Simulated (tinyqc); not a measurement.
Inside a calculation. Method: Pariser-Parr-Pople SCF with singles CI, for the molecule C=Cc1ccccc1 (SMILES; centres numbered as the heavy atoms are written). One step of it, computed by the program tinyqc.

Task: PPP integrals. Mataga-Nishimoto: gamma = 14.399645/(R + a), a = 2 x 14.399645/(gamma_rr + gamma_ss); H_rr = -W_r - sum_(s != r) z_s gamma_rs; H_rs = beta for bonds.

Centres (angstrom, eV; a flat drawing with bonds scaled to 1.40 angstrom):
```
centre          x          y  core charge z          W   gamma_rr
1C      -2.879000   0.438000              1  11.160000  11.130000
2C      -1.930000  -0.591000              1  11.160000  11.130000
3C      -0.564000  -0.283000              1  11.160000  11.130000
4C       0.385000  -1.311000              1  11.160000  11.130000
5C       1.751000  -1.003000              1  11.160000  11.130000
6C       2.167000   0.333000              1  11.160000  11.130000
7C       1.218000   1.362000              1  11.160000  11.130000
8C      -0.148000   1.054000              1  11.160000  11.130000
```

Resonance integrals (eV):
```
i  j       beta
1  2  -2.390000
2  3  -2.390000
3  4  -2.390000
4  5  -2.390000
5  6  -2.390000
6  7  -2.390000
7  8  -2.390000
8  3  -2.390000
```

Give: repulsion gamma_rs; core matrix H.

Result:

repulsion gamma_rs (eV), order 1C, 2C, 3C, 4C, 5C, 6C, 7C, 8C:
```
[[11.1300, 5.3459, 3.8725, 2.8818, 2.3441, 2.2709, 2.6211, 3.5178],
 [5.3459, 11.1300, 5.3450, 3.8728, 2.8812, 2.6211, 2.8809, 3.8720],
 [3.8725, 5.3450, 11.1300, 5.3474, 3.8728, 3.5178, 3.8720, 5.3451],
 [2.8818, 3.8728, 5.3474, 11.1300, 5.3450, 3.8727, 3.5176, 3.8729],
 [2.3441, 2.8812, 3.8728, 5.3450, 11.1300, 5.3470, 3.8729, 3.5178],
 [2.2709, 2.6211, 3.5178, 3.8727, 5.3470, 11.1300, 5.3459, 3.8725],
 [2.6211, 2.8809, 3.8720, 3.5176, 3.8729, 5.3459, 11.1300, 5.3450],
 [3.5178, 3.8720, 5.3451, 3.8729, 3.5178, 3.8725, 5.3450, 11.1300]]
```

core matrix H (eV), order 1C, 2C, 3C, 4C, 5C, 6C, 7C, 8C:
```
[[-34.0142, -2.3900, 0.0000, 0.0000, 0.0000, 0.0000, 0.0000, 0.0000],
 [-2.3900, -37.9789, -2.3900, 0.0000, 0.0000, 0.0000, 0.0000, 0.0000],
 [0.0000, -2.3900, -42.3325, -2.3900, 0.0000, 0.0000, 0.0000, -2.3900],
 [0.0000, 0.0000, -2.3900, -39.8701, -2.3900, 0.0000, 0.0000, 0.0000],
 [0.0000, 0.0000, 0.0000, -2.3900, -38.3408, -2.3900, 0.0000, 0.0000],
 [0.0000, 0.0000, 0.0000, 0.0000, -2.3900, -38.0079, -2.3900, 0.0000],
 [0.0000, 0.0000, 0.0000, 0.0000, 0.0000, -2.3900, -38.6153, -2.3900],
 [0.0000, 0.0000, -2.3900, 0.0000, 0.0000, 0.0000, -2.3900, -40.5030]]
```
